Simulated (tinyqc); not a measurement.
# LED efficiency against current

ABC model of an LED: J = q da (A n + Ba n^2 + Ca n^3), IQE = Ba n^2/(A n + Ba n^2 + Ca n^3), differential lifetime 1/(A + 2 Ba n + 3 Ca n^2).

Values chosen for this exercise:
- A = 2.4e6 1/s (defect coefficient of the active layer)
- Ba = 1.3e-11 cm^3/s (radiative coefficient of the active layer)
- Ca = 3.7e-31 cm^6/s (Auger coefficient of the active layer)
- da = 21 nm (thickness of the active layer)

Constants: q = 1.602176634e-19 C. Results are converted to the units shown.

Results:
```
J (A/cm^2),n (cm^-3),IQE (%),defect share (%),Auger share (%),differential lifetime (ns)
0.1,8.480e16,31.45,68.47,0.07591,216.8
0.5,2.575e17,57.99,41.58,0.4250,109.1
2,5.860e17,75.09,23.66,1.252,55.51
8,1.243e18,84.47,12.55,2.988,27.45
100,4.425e18,85.64,3.573,10.79,7.185
600,1.024e19,76.37,1.378,22.25,2.599
2000,1.742e19,66.38,0.7034,32.92,1.262
10000,3.403e19,50.66,0.2748,49.07,0.4602
```

Estimate the missing row, J = 30 A/cm^2.

Computed row:
```
J (A/cm^2),n (cm^-3),IQE (%),defect share (%),Auger share (%),differential lifetime (ns)
30,2.447e18,87.33,6.588,6.083,13.76
```

With this row back in the table: The IQE goes from 31.5 through a maximum of 87.3 (at J = 30 A/cm^2 among the rows listed) to 50.7 %. The exact peak, Q/(Q + 2) = 87.3 % with Q = Ba/sqrt(A Ca) = 13.8, lies at n = sqrt(A/Ca) = 2.55e18 cm^-3, J = 32.5 A/cm^2, where the defect and Auger shares are equal. n goes as J^(0.69) at the low end and J^(0.42) at the high end.

Numbers from tinyqc (`OMP_NUM_THREADS=1 python tinyqc.py 2300031 2300032 out.jsonl`; about 0.01 s on one thread of a shared Intel Xeon 2.30GHz).
